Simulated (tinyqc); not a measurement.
Inside a calculation. Model: on-chip interconnect, size-dependent resistivity and RC delay.

Program tinyqc, `OMP_NUM_THREADS=1 python tinyqc.py 2100056 2100057 out.jsonl`; Intel Xeon 2.30GHz, shared host, one thread, about 0.01 s. Printed values are rounded.

A rectangular line between two neighbours and two ground planes. Surface and grain-boundary scattering are added to the bulk resistivity as corrections; capacitances are parallel-plate values without fringing; inductance is ignored.

Inputs (values chosen for the exercise); metal values close to those of copper: bulk resistivity rho0 = 1.64 uohm cm; bulk mean free path lam = 39.4 nm; specular share of surface scattering ps = 0; reflection coefficient of grain boundaries Rg = 0.44; grain size over the metal width gr = 1.5; drawn line width wd = 8.9 nm; aspect ratio, height over width AR = 1.8; liner on both walls and the bottom, not conducting tl = 1.5 nm; space to the neighbouring lines sp = 11 nm; dielectric height to the planes above and below hd = 15 nm; relative permittivity of the dielectric ek = 3.9; Miller factor of the neighbours Mf = 1; line length Lw = 24 um; driver resistance Rd = 500 ohm; load capacitance Cl = 1.7 fF; time step dt = 36 ps.

Constants: eps0 = 8.8541878128e-12 F/m. Results are converted to the units shown.

Range of the model: The metal width is under the mean free path, where the thick-limit surface term and the simple sum of corrections lose accuracy.

## Resistivity, resistance and capacitance per length

Metal width x = wd - 2 tl, height y = AR wd - tl; grain boundaries (Mayadas-Shatzkes): al = (lam/(gr x)) Rg/(1 - Rg), g = 1/[1 - 3 al/2 + 3 al^2 - 3 al^3 ln(1 + 1/al)] - 1; surfaces (Fuchs-Sondheimer, thick limit): s = (3/8) lam (1 - ps)(1/x + 1/y); rho = rho0 (1 + g + s); r = rho/(x y); c = eps0 ek (2 wd/hd + 2 Mf AR wd/sp).

x = 5.9 nm
y = 14.52 nm
al = 3.497982
g = 4.722005
s = 3.521799
rho = 15.15984 uohm cm
r = 1769.603 ohm/um
c = 0.1415575 fF/um

rho is 9.24 times the bulk value; grain boundaries add more (4.72 against 3.52). The liner takes 39.9 % of the cross-section.

## Ladder and Elmore delays

6 equal pi sections: series Rs = r Lw/6; node capacitances c Lw/6, halved at nodes 0 and 6, with Cl added to node 6; Rd feeds node 0. Elmore delay of node k: the sum, over the resistors on the path to k, of resistance times all capacitance downstream of it.

Rs = 7078.414 ohm

```
node	C (fF)	Elmore delay (ps)
0	0.2831151	2.548690
1	0.5662301	36.62606
2	0.5662301	66.69541
3	0.5662301	92.75675
4	0.5662301	114.8101
5	0.5662301	132.8554
6	1.983115	146.8927
```

The far-end value equals Rd (c Lw + Cl) + r Lw (c Lw/2 + Cl) for any number of pi sections; the line resistance contributes 98.3 % of it.

## Step 1: node voltages after a time step

v at t = 0, node 0 to 6 (V): 0  0  0  0  0  0  0

A 1 V step is applied behind Rd at t = 0. C dv/dt = -G v + b, with G the conductance matrix of the ladder (1/Rs between neighbours, 1/Rd added at node 0) and b = (1 V/Rd, 0, ...). Trapezoidal step: (C/dt + G/2) v(new) = (C/dt - G/2) v + b.

v at t = 1 dt, node 0 to 6 (V): 1.933699  1.210372  0.756556  0.471200  0.290764  0.175072  0.098364

Node 0 overshoots the 1 V source: the trapezoidal rule rings on modes much faster than dt.

## Step 2: node voltages after a time step

As before.

v at t = 2 dt, node 0 to 6 (V): 0.0672883  0.5967974  0.7201731  0.6669874  0.5524765  0.4314966  0.3286312

## Course in time

A 1 V step is applied behind Rd at t = 0. C dv/dt = -G v + b, with G the conductance matrix of the ladder (1/Rs between neighbours, 1/Rd added at node 0) and b = (1 V/Rd, 0, ...). Trapezoidal step: (C/dt + G/2) v(new) = (C/dt - G/2) v + b. The last column solves the same ladder exactly by its modes.

Voltages (V):
```
t (ps)	node 0	node 3	node 6	node 6, exact
36.00	1.934	0.4712	0.0984	0.1252
72.00	0.067	0.6670	0.3286	0.3340
108.0	1.898	0.6526	0.5090	0.4979
144.0	0.106	0.8200	0.6194	0.6218
180.0	1.869	0.8040	0.7206	0.7151
216.0	0.138	0.8960	0.7865	0.7853
252.0	1.843	0.8917	0.8408	0.8383
288.0	0.167	0.9388	0.8802	0.8782
324.0	1.817	0.9411	0.9094	0.9082
360.0	0.193	0.9631	0.9326	0.9309
396.0	1.793	0.9688	0.9486	0.9479
432.0	0.218	0.9772	0.9620	0.9608
```

The far end of the ladder reaches 0.5 V at 108.5 ps, 0.739 of its Elmore delay (ln 2 = 0.693 for a single pole); the slowest mode has a time constant of 127.1 ps. The largest error of the trapezoidal steps at that node is 27 mV. Node 0 swings up and down from step to step: the trapezoidal rule does not damp modes much faster than dt, so these swings are numerical.
